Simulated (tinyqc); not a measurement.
# Doping and barrier from two capacitances

Question. A Schottky diode on a uniformly doped n-type layer obeys (A/C)^2 = 2 (Vbi - V - Vt)/(q eps0 eps_r Nd) in reverse bias, with phiB = Vbi + Vt ln(Nc/Nd) and image force ignored. Find Nd, Vbi and phiB.

Inputs (values chosen for the exercise); band and dielectric values close to those of cadmium telluride:
- T = 300 K (temperature)
- eps_r = 10 (relative permittivity)
- Nc = 7.89e17 cm^-3 (conduction-band density of states at T)
- A = 0.00089 cm^2 (diode area)

Constants: q = 1.602176634e-19 C, kB = 1.380649e-23 J/K, Vt = kB T/q, eps0 = 8.8541878128e-14 F/cm where lengths are in cm. Results are converted to the units shown.

C at V = -0.2 and -4 V (pF): 19.594266  8.4888596

Answer. The slope of (A/C)^2 against -V gives Nd, the intercept Vbi - Vt, and the Fermi-level depth Vt ln(Nc/Nd) is added for the barrier.

Nd = 6.000e15 cm^-3
Vbi = 0.7039 V
phiB = 0.8300 eV

Numbers from tinyqc (`OMP_NUM_THREADS=1 python tinyqc.py 2020029 2020030 out.jsonl`; about 0.05 s on one thread of a shared Intel Xeon 2.30GHz).
